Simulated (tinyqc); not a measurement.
# Coupling ratio and rate constant from the late transient

Inverse problem. Long after the knee a floating-gate cell follows U = Vg - (tox/ag) B/ln(K t). Find K and ag.

Values chosen for this exercise: tunnel oxide thickness tox = 6.5 nm; control-gate voltage Vg = 9.9 V.

U at t = 0.1 and 10 s (V): [0.34561936, 1.5793997]
B = 27.390689 V/nm

Answer. 1/(Vg - U) is linear in ln t; the ratio of the two values gives ln(K t_a), and either value gives ag.

K = 3.08e14 1/s
ag = 0.600

Computed by the program tinyqc: `OMP_NUM_THREADS=1 python tinyqc.py 2130111 2130112 out.jsonl`, one thread of a shared Intel Xeon 2.30GHz, about 0.01 s for the whole run.
